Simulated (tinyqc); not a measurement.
Resistance of a tapered via with liner, size effect and interface: two steps of the calculation.

A round via whose diameter grows from db at the bottom as D(z) = db + 2 z/tan(ang). The fill, of diameter D - 2 tl, starts above the bottom liner (thickness fb tl) and has rho = rho0 (1 + ks lam/(D - 2 tl)); the sidewall liner conducts in parallel with it. The bottom liner and the interface are crossed over the full area pi db^2/4. Spreading in the lines above and below is left out.

Inputs (values chosen for the exercise); fill metal close to tungsten:
- db = 17 nm (diameter at the bottom)
- hv = 61 nm (height)
- ang = 88 degrees (sidewall angle)
- rho0 = 5.39 uohm cm (bulk resistivity of the fill)
- lam = 15.7 nm (mean free path of the fill)
- ks = 1.1 (size-effect factor)
- tl = 3.4 nm (liner on the sidewall)
- fb = 0.5 (liner at the bottom over that on the sidewall)
- rl = 320 uohm cm (resistivity of the liner)
- ri = 9.3e-13 ohm cm^2 (interface resistivity at the bottom)
- Sb = 9.1e14 S/m^2 (ballistic conductance per area, about 3/(4 rho0 lam))

Question 1. Slices of the via. Slices between z0 = fb tl and hv, evaluated at their midpoints: conductance per length pi/4 [(D - 2 tl)^2/rho + (D^2 - (D - 2 tl)^2)/rl], slice resistance = slice height over that. 10 slices.

Find: z; D; rho; slice resistance.

Answer 1.

z, slice 0 to 9 (nm): [4.6650, 10.595, 16.525, 22.455, 28.385, 34.315, 40.245, 46.175, 52.105, 58.035]
D, slice 0 to 9 (nm): [17.326, 17.740, 18.154, 18.568, 18.982, 19.397, 19.811, 20.225, 20.639, 21.053]
rho, slice 0 to 9 (uohm cm): [14.234, 13.899, 13.588, 13.300, 13.031, 12.780, 12.544, 12.324, 12.116, 11.921]
slice resistance, slice 0 to 9 (ohm): [9.0145, 8.1886, 7.4650, 6.8281, 6.2651, 5.7654, 5.3202, 4.9221, 4.5650, 4.2436]

Question 2. Total resistance. R_fill = sum of the slices; R_bottom = rl fb tl/(pi db^2/4); R_interface = ri/(pi db^2/4); ballistic (Sharvin) limit 1/(Sb pi (db - 2 tl)^2/4); ideal cylinder rho0 hv/(pi db^2/4).

slice resistance, slice 0 to 9 (ohm): [9.0144667, 8.1885962, 7.4649801, 6.8280637, 6.2650523, 5.7653584, 5.3201709, 4.9221179, 4.5649995, 4.2435762]

Find: parts; R; shares; ballistic limit; ideal cylinder.

Answer 2.

parts (ohm): fill 62.577, bottom liner 23.967, interface 0.40973
R = 86.954 ohm
shares (%): fill 71.966, bottom liner 27.563, interface 0.471
ballistic limit = 13.448 ohm
ideal cylinder = 14.485 ohm

The fill is the largest part, and R is 6.00 times the ideal cylinder. With 2000 slices R = 86.981 ohm.

tinyqc, about 0.01 s, one thread, Intel Xeon 2.30GHz (shared host): `OMP_NUM_THREADS=1 python tinyqc.py 2750095 2750096 out.jsonl`
